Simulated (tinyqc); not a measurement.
Charge pumping in an n-channel transistor: one step of the calculation.

The gate is pulsed from accumulation to inversion and back. Energies E are counted from the intrinsic level; Dit(E) = D0 [1 + b (2 E/Eg)^2]. During each edge the traps near the bands emit their carriers, and those between Eh and Ee recombine once a cycle.

Problem. Pumped charge and current. Nit = integral of Dit from Eh to Ee = D0 [Ee - Eh + 4 b (Ee^3 - Eh^3)/(3 Eg^2)], Qcp = q A Nit, Icp = f Qcp.

Parameters, values chosen for the exercise; band and dielectric values close to those of silicon:

| symbol | value | unit | meaning |
|---|---|---|---|
| Eg | 1.12 | eV | band gap |
| A | 1.6 | um^2 | gate area |
| D0 | 1.7e10 | cm^-2 eV^-1 | trap density at midgap |
| b | 1.6 |  | rise of the trap density towards the band edges |
| f | 6.5e5 | Hz | frequency |

Constants: q = 1.602176634e-19 C. Results are converted to the units shown.

Ee = 0.31570739 eV
Eh = -0.36710684 eV

Find: Nit; mean Dit; traps pumped a cycle; Icp.

Solution.

Nit = 1.3948e10 cm^-2
mean Dit = 2.0427e10 cm^-2 eV^-1
traps pumped a cycle = 223.17
Icp = 23.241 pA

Range of the model: The Fermi levels of inversion and accumulation are taken to lie beyond Ee and Eh, the flat tops to fill all traps, and no geometric current is added.

tinyqc, about 0.01 s, one thread, Intel Xeon 2.30GHz (shared host): `OMP_NUM_THREADS=1 python tinyqc.py 2030145 2030146 out.jsonl`
